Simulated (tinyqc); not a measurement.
Inside a calculation. Method: one-electron ion in a basis of Gaussians. One step of it, computed by the program tinyqc.

Question. Matrices over normalised Gaussians. With p = a_i + a_j and I(k) = Gamma((k+1)/2) / (2 p^((k+1)/2)): S = I(2l+2), T = (2l+3) a_i a_j S / p, V = -Z I(2l+1), each divided by sqrt(S_ii S_jj).

exponents of r^l exp(-a r^2) (1/bohr^2): [2.204000, 3.346000]

Z = 4

l = 0

Give: S; T; V.

Answer.

S:
```
[[1.000, 0.968],
 [0.968, 1.000]]
```

T (hartree):
```
[[3.306, 3.859],
 [3.859, 5.019]]
```

V (hartree):
```
[[-9.476, -10.294],
 [-10.294, -11.676]]
```
